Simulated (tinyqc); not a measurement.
# From one set of inputs to another, one input at a time

Model: size effects in the resistivity of thin metal films and interconnect lines. Computed by tinyqc, a small Python program. Command: `OMP_NUM_THREADS=1 python tinyqc.py 3012195 3012196 out.jsonl size ladder`. One thread of a shared host (Intel(R) Xeon(R) Processor @ 2.30GHz), about 0.01 s of CPU time with the checks.

Electrons lose their drift at surfaces (a share 1 - p of the hits) and at grain boundaries (reflection R), besides bulk scattering. The line sits in a trench with a non-conducting liner on both walls and the bottom; the spacing equals the drawn width.

The inputs printed are set A. Set A is modelled on aluminium; the values taken over come from a set modelled on gold. Inputs not listed in the table keep their values of set A, so the rows need not describe a real material.

Inputs (values chosen for the exercise, modelled on aluminium):
```
quantity                          value         unit
bulk resistivity rho_b             2.64  microohm cm
bulk mean free path lambda         17.9           nm
specularity p                         0            -
grain-boundary reflection R        0.36            -
drawn line width w                  5.9           nm
grain size over metal width         2.7            -
aspect ratio (height over width)    2.9            -
liner thickness t                   0.6           nm
line length                         2.6   micrometre
permittivity of the dielectric k    3.8            -
```

Geometry: line.

Constants: eps_0 = 8.8541878128e-12 F/m.

Method:
- Metal width w_m = w - 2t, height h_m = (aspect ratio) w - t, grain size D = (ratio) w_m.
- Mayadas-Shatzkes: alpha = (lambda/D) R/(1 - R); rho_b/rho = 1 - 3 alpha/2 + 3 alpha^2 - 3 alpha^3 ln(1 + 1/alpha).
- Fuchs-Sondheimer film: rho_b/rho = 1 - (3/(2 kappa))(1 - p) int_0^1 (s - s^3)(1 - exp(-kappa/s))/(1 - p exp(-kappa/s)) ds, f = rho/rho_b, kappa = thickness/lambda, 80 Gauss-Legendre points.
- Line: the excess of a film of thickness w_m and of a film of thickness h_m are added, rho/rho_b = 1 + (f(w_m) - 1) + (f(h_m) - 1), an estimate that holds best when both sides exceed lambda.
- Total: rho = rho_b [1 + surface excess + grain excess]; resistance per length rho/(w_m h_m); capacitance per length C = 2 k eps_0 (aspect ratio + 1/2), a parallel-plate estimate for two neighbours plus a fixed term for the planes above and below; delay 0.38 R C L^2; effective resistivity per drawn area.

Each row keeps all changes above it; columns: (1) input moved; (2) from; (3) to; (4) resistance per length (ohm/micrometre); (5) effective resistivity per drawn area (microohm cm); (6) rho/rho_b from grains:
```
(1)                                    (2)   (3)     (4)     (5)     (6)
set A                                    -     -  1446.6  14.603  2.0990
grain-boundary reflection R           0.36  0.13  1175.5  11.866  1.3021
aspect ratio (height over width)       2.9   2.2  1643.8  12.588  1.3021
permittivity of the dielectric k       3.8   3.1  1643.8  12.588  1.3021
bulk resistivity rho_b (microohm cm)  2.64  2.21  1376.0  10.538  1.3021
line length (micrometre)               2.6   190  1376.0  10.538  1.3021
liner thickness t (nm)                 0.6   1.6  3537.0  27.087  1.5183
drawn line width w (nm)                5.9    30    18.9   3.734  1.0547
```

Resistance per length goes from 1450 to 18.9, a factor 0.0130 in all. The largest single move comes from drawn line width w (a factor 0.00533), and liner thickness t works against it (a factor 2.57). Effective resistivity per drawn area goes from 14.6 to 3.73, a factor 0.256 in all. The largest single move comes from drawn line width w (a factor 0.138), and liner thickness t works against it (a factor 2.57). rho/rho_b from grains goes from 2.10 to 1.05, a factor 0.502 in all. The largest single move comes from grain-boundary reflection R (a factor 0.620), and liner thickness t works against it (a factor 1.17). The single moves hold for this order of the switches; the total does not depend on the order.

Caution (rows set A, grain-boundary reflection R, aspect ratio (height over width), permittivity of the dielectric k, bulk resistivity rho_b, line length, liner thickness t): for lines much narrower than lambda adding the two film terms and the grain term underestimates the resistivity.

Extremes, crossings and ranges named in words are read from the listed rows.
